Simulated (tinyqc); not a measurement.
Polarisation and half-bias from two TMR values.

Inverse problem. A tunnel junction has TMR = TMR0/(1 + (V/Vh)^2), TMR0 = 2 P1 P2/(1 - P1 P2). Find TMR0, Vh and P2.

Parameters, values chosen for the exercise: spin polarisation of the reference layer P1 = 0.56.

TMR at 0.1 and 0.6 V (%): 94.171940  54.093902

Solution. 1/TMR is linear in V^2, and P1 P2 = TMR0/(2 + TMR0).

TMR0 = 96.2 %
Vh = 0.680 V
P2 = 0.580

Program tinyqc, `OMP_NUM_THREADS=1 python tinyqc.py 2450022 2450023 out.jsonl`; Intel Xeon 2.30GHz, shared host, one thread, about 0.01 s.
